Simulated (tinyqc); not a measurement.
# Permittivity and interface capacitance from two thicknesses

Question. 1/C = t/(eps0 ek) + 2/ci for planar capacitors that differ only in thickness. Find ek, ci and the EOT of the interfaces, 2 x 3.9 eps0/ci.

Constants: eps0 = 8.8541878128e-14 F/cm where lengths are in cm. Results are converted to the units shown.

C at t = 9 and 27 nm (uF/cm^2): [3.2021051, 1.0986391]

Answer. 1/C is a straight line in t: the slope gives ek and the intercept 2/ci. A single thickness would give only the effective permittivity; when the interfaces are a small part of 1/C, ci needs very accurate data.

ek = 34.0
ci = 150 uF/cm^2
EOT of the interfaces = 0.0460 nm

Numbers from tinyqc (`OMP_NUM_THREADS=1 python tinyqc.py 2102077 2102078 out.jsonl`; about 0.01 s on one thread of a shared Intel Xeon 2.30GHz).
